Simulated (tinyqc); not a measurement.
Inside a calculation. Method: UHF in the sto-3g basis, for BeH, spin multiplicity 2. This run ends on a higher stationary point, not on the lowest solution. One step of it, computed by the program tinyqc.

Problem. Iteration 2: building the Fock matrix. J_ij = sum D_kl (ij|kl) with D = D(alpha) + D(beta), K_ij = sum D_kl (ik|jl) for each spin; F = H + J - K(s); E = tr D H + tr D J / 2 - 0.5 sum_s tr D(s) K(s) + E_nn.

D(alpha) after iteration 1, lower triangle:
```
            1Be 1s    1Be 2s   1Be 2px   1Be 2py   1Be 2pz     2H 1s
1Be 1s    1.017781
1Be 2s   -0.072222  0.312179
1Be 2px   0.000000  0.000000  0.988837
1Be 2py   0.000000  0.000000  0.105064  0.011163
1Be 2pz  -0.062328  0.183232  0.000000  0.000000  0.107944
2H 1s    -0.096035  0.273218  0.000000  0.000000  0.161018  0.240197
```

D(beta) after iteration 1, lower triangle:
```
            1Be 1s    1Be 2s   1Be 2px   1Be 2py   1Be 2pz     2H 1s
1Be 1s    1.013323
1Be 2s   -0.053787  0.236036
1Be 2px   0.000000  0.000000  0.000000
1Be 2py   0.000000  0.000000  0.000000  0.000000
1Be 2pz  -0.056895  0.161299  0.000000  0.000000  0.110632
2H 1s    -0.093683  0.264035  0.000000  0.000000  0.181107  0.296477
```

core Hamiltonian H = T + V (hartree), lower triangle:
```
            1Be 1s     1Be 2s    1Be 2px    1Be 2py    1Be 2pz      2H 1s
1Be 1s   -8.218496
1Be 2s   -2.023447  -2.439272
1Be 2px   0.000000   0.000000  -1.938662
1Be 2py   0.000000   0.000000   0.000000  -1.938662
1Be 2pz  -0.014250  -0.129012   0.000000   0.000000  -2.036644
2H 1s    -0.382936  -0.968549   0.000000   0.000000  -1.059365  -1.866554
```

Two-electron integrals (ij|kl) in chemists' order, unique and non-zero (hartree):
```
(11|11) 2.298831   (21|11) 0.392036   (21|21) 0.079539   (22|11) 0.570988
(22|21) 0.143041   (22|22) 0.417683   (31|31) 0.014607   (32|31) 0.021888
(32|32) 0.092265   (33|11) 0.569578   (33|21) 0.143083   (33|22) 0.417589
(33|33) 0.449859   (41|41) 0.014607   (42|41) 0.021888   (42|42) 0.092265
(43|43) 0.024249   (44|11) 0.569578   (44|21) 0.143083   (44|22) 0.417589
(44|33) 0.401360   (44|44) 0.449859   (51|51) 0.014607   (52|51) 0.021888
(52|52) 0.092265   (53|53) 0.024249   (54|54) 0.024249   (55|11) 0.569578
(55|21) 0.143083   (55|22) 0.417589   (55|33) 0.401360   (55|44) 0.401360
(55|55) 0.449859   (61|11) 0.071958   (61|21) 0.014592   (61|22) 0.026468
(61|33) 0.026283   (61|44) 0.026283   (61|51) 0.001288   (61|52) 0.002433
(61|55) 0.026852   (61|61) 0.002807   (62|11) 0.181897   (62|21) 0.046274
(62|22) 0.148161   (62|33) 0.142455   (62|44) 0.142455   (62|51) 0.006045
(62|52) 0.037745   (62|55) 0.159437   (62|61) 0.009393   (62|62) 0.079613
(63|31) 0.004152   (63|32) 0.019671   (63|53) 0.006458   (63|63) 0.007114
(64|41) 0.004152   (64|42) 0.019671   (64|54) 0.006458   (64|64) 0.007114
(65|11) 0.197918   (65|21) 0.050948   (65|22) 0.170982   (65|33) 0.160857
(65|44) 0.160857   (65|51) 0.009780   (65|52) 0.058593   (65|55) 0.191058
(65|61) 0.010783   (65|62) 0.104287   (65|65) 0.140721   (66|11) 0.349720
(66|21) 0.090537   (66|22) 0.325423   (66|33) 0.301978   (66|44) 0.301978
(66|51) 0.013569   (66|52) 0.110409   (66|55) 0.372042   (66|61) 0.018806
(66|62) 0.224089   (66|65) 0.311076   (66|66) 0.774606
```

nuclear repulsion = 1.40551716 hartree

Give: Coulomb J; exchange K(alpha); exchange K(beta); F(alpha); F(beta); total energy of this density.

Solution.

Coulomb J (hartree), lower triangle:
```
         1Be 1s  1Be 2s  1Be 2px  1Be 2py  1Be 2pz  2H 1s
1Be 1s    6.069
1Be 2s    1.157   2.302
1Be 2px   0.000   0.000    2.302
1Be 2py   0.000   0.000    0.005    2.255
1Be 2pz   0.032   0.197    0.000    0.000    2.341
2H 1s     0.217   0.914    0.000    0.000    1.095  2.184
```

exchange K(alpha) (hartree), lower triangle:
```
         1Be 1s  1Be 2s  1Be 2px  1Be 2py  1Be 2pz  2H 1s
1Be 1s    2.319
1Be 2s    0.426   0.396
1Be 2px   0.000   0.000    0.502
1Be 2py   0.000   0.000    0.045    0.086
1Be 2pz  -0.002   0.195    0.000    0.000    0.239
2H 1s     0.079   0.306    0.000    0.000    0.291  0.491
```

exchange K(beta) (hartree), lower triangle:
```
         1Be 1s  1Be 2s  1Be 2px  1Be 2py  1Be 2pz  2H 1s
1Be 1s    2.303
1Be 2s    0.404   0.281
1Be 2px   0.000   0.000    0.051
1Be 2py   0.000   0.000    0.000    0.051
1Be 2pz  -0.001   0.193    0.000    0.000    0.224
2H 1s     0.076   0.286    0.000    0.000    0.303  0.526
```

F(alpha) (hartree), lower triangle:
```
         1Be 1s  1Be 2s  1Be 2px  1Be 2py  1Be 2pz   2H 1s
1Be 1s   -4.469
1Be 2s   -1.292  -0.533
1Be 2px   0.000   0.000   -0.139
1Be 2py   0.000   0.000   -0.040    0.230
1Be 2pz   0.020  -0.127    0.000    0.000    0.066
2H 1s    -0.245  -0.360    0.000    0.000   -0.255  -0.173
```

F(beta) (hartree), lower triangle:
```
         1Be 1s  1Be 2s  1Be 2px  1Be 2py  1Be 2pz   2H 1s
1Be 1s   -4.453
1Be 2s   -1.270  -0.418
1Be 2px   0.000   0.000    0.312
1Be 2py   0.000   0.000    0.005    0.265
1Be 2pz   0.019  -0.125    0.000    0.000    0.080
2H 1s    -0.241  -0.340    0.000    0.000   -0.268  -0.208
```

total energy of this density = -14.79381 hartree
